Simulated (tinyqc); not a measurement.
## Electron mobility in a silicon inversion layer, empirical terms and Matthiessen rule: universality: two dopings at the same effective field

Inversion layer of sheet density Ns on a uniformly doped body, under a high-permittivity gate with an interlayer. The mobility terms are empirical power laws with prefactors chosen for the exercise; adding their inverses (Matthiessen) is itself an approximation.

ni = sqrt(Nc Nv) exp(-Eg/(2 Vt)), Eg in volts; Ndep = sqrt(2 eps0 eps_r Nb (2 Vt ln(Nb/ni) + Vsb)/q); E = q (Ndep + eta Ns)/(eps0 eps_r), in MV/cm. With t = T/(300 K): muC = Ac (Ns/1e12 cm^-2) t/(Nb/1e17 cm^-3 + Nit/1e11 cm^-2), muP = Ap E^(-1/3) t^(-1.75), muS = As E^(-gs), muR = Ar exp(2 ti/lr)/t; 1/mu is the sum of the inverses. For each E, Ns is chosen to give that field on bodies with Nb = 9e16 and 7.2e17 cm^-3; the last column leaves out muC.

Inputs (values chosen for the exercise); material values close to those of silicon:
- T = 250 K (temperature)
- Eg = 1.12 eV (band gap)
- eps_r = 11.8 (relative permittivity of the semiconductor)
- Nc = 2.11e19 cm^-3 (conduction-band density of states at T)
- Nv = 2e19 cm^-3 (valence-band density of states at T)
- Vsb = 0.3 V (reverse body bias)
- eta = 0.5 (weight of the inversion charge in the effective field)
- Ap = 456 cm^2/(V s) (phonon-limited mobility at 1 MV/cm and 300 K)
- As = 742 cm^2/(V s) (roughness-limited mobility at 1 MV/cm)
- gs = 2 (exponent of the roughness term)
- Ac = 2600 cm^2/(V s) (Coulomb prefactor)
- Nit = 5.9e11 cm^-2 (charge at the interface)
- Ar = 320 cm^2/(V s) (remote-phonon mobility without interlayer)
- ti = 1.3 nm (interlayer thickness)
- lr = 0.9 nm (decay length of remote phonons)

Constants: q = 1.602176634e-19 C, kB = 1.380649e-23 J/K, Vt = kB T/q, eps0 = 8.8541878128e-14 F/cm where lengths are in cm. Results are converted to the units shown.

Universality: two dopings at the same effective field:
```
E (MV/cm),"Ns, light body (cm^-2)","mu, light (cm^2/(V s))","Ns, heavy body (cm^-2)","mu, heavy (cm^2/(V s))",without muC (cm^2/(V s))
0.563,4.983e12,397.1,4.208e11,61.51,529.6
0.641,6.000e12,385.2,1.438e12,159.3,482.4
0.73,7.161e12,365.4,2.599e12,216.2,435.1
0.832,8.491e12,339.4,3.929e12,243.0,388.1
0.947,9.991e12,309.3,5.429e12,248.0,342.6
1.08,1.173e13,276.3,7.164e12,238.3,298.3
1.23,1.368e13,242.7,9.120e12,219.6,257.0
1.4,1.590e13,209.8,1.134e13,196.0,218.8
```

The heavily doped body has 0.155 of the mobility of the light one in the first row and 0.934 in the last; there they lie 10 % below and 4.1 % below the curve without Coulomb scattering, which depends on E alone. The heavy body leaves that curve at low E because its field comes mostly from depletion charge and few carriers screen.

Computed by the program tinyqc: `OMP_NUM_THREADS=1 python tinyqc.py 2510041 2510042 out.jsonl`, one thread of a shared Intel Xeon 2.30GHz, about 0.01 s for the whole run.
